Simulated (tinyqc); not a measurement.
From completion temperature T_f back to ramp rate beta: growth of a silicide layer between metal and silicon: linear-parabolic kinetics, ramp anneals and Kissinger analysis. Computed by tinyqc, a small Python program. Command: `OMP_NUM_THREADS=1 python tinyqc.py 3030927 3030928 out.jsonl silicide inv`. One thread of a shared host (Intel(R) Xeon(R) Processor @ 2.30GHz), about 0.2 s of CPU time with the checks.

One compound layer of thickness x grows by diffusion through itself and reaction at an interface, dx/dt = 1/(2x/K + 1/v), until the metal is used up at x = a h.

Inputs (values chosen for the exercise, modelled on TiSi2):
```
quantity                                 value    unit
metal thickness h                           67      nm
silicide formed per metal thickness a     2.51       -
prefactor of the parabolic constant K  7.1e+10  nm^2/s
activation energy E of K                  1.77      eV
prefactor of the interface velocity v  3.8e+11    nm/s
activation energy E_v                     1.95      eV
```

Constants: k_B = 8.617333262e-05 eV/K.

Method:
- The silicide ends at the thickness a h.
- K = K0 exp(-E/(k_B T)), v = v0 exp(-E_v/(k_B T)).
- Temperatures in kelvin are T(C) + 273.15.
- Ramp from x = 0 at 100 C at the rate beta: dx/dT = (1/beta)/(2x/K + 1/v), integrated adaptively (tolerance 1e-9) until x = a h at T_f.

Task: A run gave the result below. Find the ramp rate beta, known to lie between 2 and 4.4 C/s.

completion temperature T_f = 884.8163 C

Result:

Each step takes the trial c = (a f_b - b f_a)/(f_b - f_a), f being the result less the target and a, b, c the logarithms of the listed values; c replaces end b, the old b replaces a if the sign of f changed, and otherwise f_a is halved.

Scan of the range:
```
ramp rate beta (C/s)  completion temperature T_f (C)
2.00                                         863.221
2.28                                         870.713
2.60                                         878.318
2.97                                         886.121
3.38                                         893.802
3.86                                         901.792
4.40                                         909.773
```

False position (Illinois rule, in the logarithm of the input) inside the bracket:
```
step    end a    end b    trial  completion temperature T_f (C)
1     2.60000  2.97000  2.90465                         884.809
2     2.97000  2.90465  2.90500                         884.816
3     2.97000  2.90500  2.90500                         884.816
4     2.90500  2.90500  2.90500                         884.816
```

Completion temperature T_f rises at every point of a 13-point scan of the range (every second point is shown), so one value fits; it is bracketed by 2.60 and 2.97. Answer: ramp rate beta = 2.905 C/s.
